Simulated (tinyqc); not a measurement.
Mesh size and shift: special k points of the simple cubic lattice.

Lattice vectors in units of a: a1 = (1, 0, 0), a2 = (0, 1, 0), a3 = (0, 0, 1); reciprocal vectors b_i with a_i . b_j = 2 pi delta_ij. Mesh: k = sum_i f_i b_i with f_i = (2 j_i + shift)/(2 N), j_i = 0 .. N-1. The point group of the lattice has 48 operations; only those that map the mesh onto itself are used.

A_m(k) = sum over the m-th star of lattice vectors R of cos(k . R), stars in order of length: m = 1: |R|^2 = 1, 6 vectors, such as (1, 0, 0) in the basis a_i; m = 2: |R|^2 = 2, 12 vectors, such as (1, 1, 0) in the basis a_i; m = 3: |R|^2 = 3, 8 vectors, such as (1, 1, 1) in the basis a_i; m = 4: |R|^2 = 4, 6 vectors, such as (2, 0, 0) in the basis a_i; m = 5: |R|^2 = 5, 24 vectors, such as (2, 1, 0) in the basis a_i; m = 6: |R|^2 = 6, 24 vectors, such as (2, 1, 1) in the basis a_i. The zone mean of every A_m is zero.

Test function, the lower band of a two-band insulator: E(k) = -sqrt(D^2 + (e0 - t A_1(k))^2).

Parameters, chosen for this exercise: D = 2.92 eV (half gap term); t = 0.45 eV (coupling); e0 = 0.96 eV (offset).

Errors of the mean of E against the unshifted mesh with N = 24. The fifth column is |R|^2 of the shortest star with a non-zero mean.

Meshes:
```
mesh       points  irreducible  operations  |R|^2 missed  error (meV)
1 Gamma         1            1          48          1.00     -154.377
1 shifted       1            1          48          1.00    -1437.353
2 Gamma         8            4          48          4.00     -158.922
2 shifted       8            1          48          4.00      170.981
3 Gamma        27            4          48          9.00       -5.100
3 shifted      27            4          48          9.00        4.960
4 Gamma        64           10          48         16.00        0.442
4 shifted      64            4          48         16.00       -0.440
5 Gamma       125           10          48         25.00        0.039
5 shifted     125           10          48         25.00       -0.040
6 Gamma       216           20          48         36.00       -0.001
6 shifted     216           10          48         36.00        0.001
```

reference mean = -3.24474 eV

How do the results move, and what explains it?

The shifted mesh has the smaller error for 2 of 6 values of N and the larger for 2; the rest agree at the printed digits. The cheapest mesh within 1 meV is 4 shifted, with 4 irreducible points. A mesh misses the lattice vectors N (n1 a1 + n2 a2 + ...); the half shift gives each the sign (-1)^(n1 + n2 + ...), so the 6 shortest ones add up to -6 in place of 6: their term only changes sign. The shift keeps the full symmetry; it leaves fewer irreducible points for N = 2, 4 and 6.

Run: tinyqc, `OMP_NUM_THREADS=1 python tinyqc.py 1681380 1681381 out.jsonl`; Intel(R) Xeon(R) Processor @ 2.30GHz, one thread, shared host; about 0.2 s of CPU time with all checks.
